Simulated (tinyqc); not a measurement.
CMOS latch-up, two-transistor model: course of the iteration: response to the injected current, once round the loop per iteration.

A parasitic pnp (emitter at Vdd, base shunted by Rw) and npn (emitter at ground, base shunted by Rs) feed each other: the npn collector current flows out of the pnp base node, the pnp collector current into the npn base node. Forward-active transistors with constant gains: Icn = Isn exp(Vn/Vt), Icp = Isp (exp(Vp/Vt) - 1). A current Ii is injected into the npn base node.

Icn = Isn exp(Vn/Vt); Vp solves Vp/Rw + Icp/bp = Icn; Vn(new) solves Vn/Rs + (Isn/bn) exp(Vn/Vt) = Icp + Ii.

Stop when Vn changes by less than 1e-9 V, or after 150 iterations. Vn must stay below 1.1 V.

Inputs (values chosen for the exercise); values close to those of bulk CMOS: temperature T = 325 K; current gain of the npn bn = 12.7; current gain of the pnp bp = 1.4; saturation current of the npn at T Isn = 2.9e-14 A; saturation current of the pnp at T Isp = 3.5e-13 A; substrate resistance shunting the npn Rs = 310 ohm; well resistance shunting the pnp Rw = 860 ohm; current injected into the substrate Ii = 1.77 mA.

Constants: q = 1.602176634e-19 C, kB = 1.380649e-23 J/K, Vt = kB T/q. Results are converted to the units shown.

Vn at the start = 0.51 V

Course of the iteration:
```
iteration,Vn (V),|change| (V)
1,0.548473,0.0385
2,0.548473,2.74e-11
```

Did this iteration meet its convergence test, and what does its course show?

Yes. Converged in 2 iterations. The change falls from 0.038 in the first iteration to below the tolerance in the last. An off state exists, since Ii is below the trigger current, the largest Ii that the node equations allow, 2.175 mA.

Numbers from tinyqc (`OMP_NUM_THREADS=1 python tinyqc.py 2670121 2670122 out.jsonl`; about 0.06 s on one thread of a shared Intel Xeon 2.30GHz).
